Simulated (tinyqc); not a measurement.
p-n heterojunction, non-linear Poisson equation by Newton steps, Boltzmann statistics: one step of the calculation.

One dimension, material 1 (p-type) at x < 0 and material 2 (n-type) at x > 0. Band edges: Ec = -psi in material 1 and -psi + dEc in material 2, Ev = Ec - Eg. Flat quasi-Fermi levels: 0 for holes, +V for electrons. n = Nc F((EFn - Ec)/Vt), p = Nv F((Ev - EFp)/Vt), with F(eta) = exp(eta) (Boltzmann statistics); full ionisation, no interface charge, classical densities; the doping types are chosen for the exercise.

Task. Offsets and end potentials. dEv = Ev1 - Ev2 = Eg2 - Eg1 - dEc. Neutrality of the majority carriers far from the junction: Nv1 F((-psi_L - Eg1)/Vt) = N1 and Nc2 F((V + psi_R - dEc)/Vt) = N2. Total bending psi_R - psi_L.

Values chosen for this exercise; band and dielectric values close to those of CdS and CdTe:
```
symbol    value   unit                                          meaning
T           400      K                                      temperature
Eg1         2.4     eV                           band gap of material 1
Nv1     2.79e19  cm^-3     valence-band density of states of material 1
Eg2        1.49     eV                           band gap of material 2
Nc2     1.24e18  cm^-3  conduction-band density of states of material 2
dEc        0.12     eV                 conduction-band offset Ec2 - Ec1
N1       9.3e17  cm^-3                   acceptor density of material 1
N2       9.3e15  cm^-3                      donor density of material 2
V          -2.6      V                    bias of side 1 against side 2
```

Constants: q = 1.602176634e-19 C, kB = 1.380649e-23 J/K, Vt = kB T/q. Results are converted to the units shown.

Wanted: dEv; psi_L; psi_R; psi_R - psi_L.

Result.

dEv = -1.0300 eV
psi_L = -2.2828 V
psi_R = 2.5513 V
psi_R - psi_L = 4.8341 V

The alignment is staggered (type II): dEc and dEv have opposite signs.

Numbers from tinyqc (`OMP_NUM_THREADS=1 python tinyqc.py 2040172 2040173 out.jsonl`; about 0.07 s on one thread of a shared Intel Xeon 2.30GHz).
